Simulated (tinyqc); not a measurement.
Standing waves and exposure in a photoresist film: one step. Intensity and exposure over the lowest period. Two cases, with inputs chosen for the exercise.

Problem. Nine depths from d - period to d. Without bleaching during the exposure the share of unexposed compound is m = exp(-C D I).

Normal incidence from air. Unexposed resist: N1 = n1 + i k1 with k1 = (A + B) lam/(4 pi), lam in micrometres. r01 = (1 - N1)/(1 + N1), t01 = 2/(1 + N1). Below the resist lie the layer Na = na + i ka and the substrate Ns = ns + i ks: r12 = (r1a + ras x)/(1 + r1a ras x), x = exp(4 pi i Na da/lam), r1a = (N1 - Na)/(N1 + Na), ras = (Na - Ns)/(Na + Ns). With p = exp(2 pi i N1 d/lam), the field at depth z is E(z) = t01 [exp(2 pi i N1 z/lam) + r12 p^2 exp(-2 pi i N1 z/lam)]/(1 + r01 r12 p^2), the relative intensity I(z) = n1 |E(z)|^2 and the reflectance R = |(r01 + r12 p^2)/(1 + r01 r12 p^2)|^2.

Give: Profile.

Case 1.

Values chosen (a resist on Al, indices near tabulated ones; shifted at random, so the results belong to these values and not to a real crystal):
- d = 204 nm (resist thickness)
- lam = 193 nm (vacuum wavelength)
- C = 0.019 cm^2/mJ (exposure rate (Dill C))
- D = 40 mJ/cm^2 (incident dose)

N1 = 1.7320000+0.0164335i
r12 = -0.384805+0.100578i
period = 55.7159 nm

Solution.

Profile:
```
z (nm)      I      m
148.3   0.372  0.754
155.2   0.676  0.598
162.2   1.179  0.408
169.2   1.583  0.300
176.1   1.647  0.286
183.1   1.332  0.363
190.1   0.818  0.537
197.0   0.403  0.736
204.0   0.328  0.780
```

I runs from 0.328 to 1.647 on these points, so m runs from 0.286 to 0.780; the least exposed point listed lies 0.0 nm above the bottom.

Case 2.

Values chosen (a resist on W, indices near tabulated ones; shifted at random, so the results belong to these values and not to a real crystal):
- d = 1103 nm (resist thickness)
- lam = 365 nm (vacuum wavelength)
- C = 0.039 cm^2/mJ (exposure rate (Dill C))
- D = 30 mJ/cm^2 (incident dose)

N1 = 1.7030000+0.0275935i
r12 = 0.259695-0.113945i
period = 107.1638 nm

Solution.

Profile:
```
z (nm)      I      m
995.8   0.559  0.520
1009.2  0.451  0.590
1022.6  0.304  0.700
1036.0  0.201  0.790
1049.4  0.200  0.791
1062.8  0.299  0.705
1076.2  0.438  0.599
1089.6  0.533  0.536
1103.0  0.526  0.541
```

I runs from 0.200 to 0.559 on these points, so m runs from 0.520 to 0.791; the least exposed point listed lies 53.6 nm above the bottom.

Computed by tinyqc, one run a case: `OMP_NUM_THREADS=1 python tinyqc.py N N+1 out.jsonl` with N = 1682165, 1682241; one thread of a shared Intel(R) Xeon(R) Processor @ 2.30GHz, about 0.01 s a run at most.
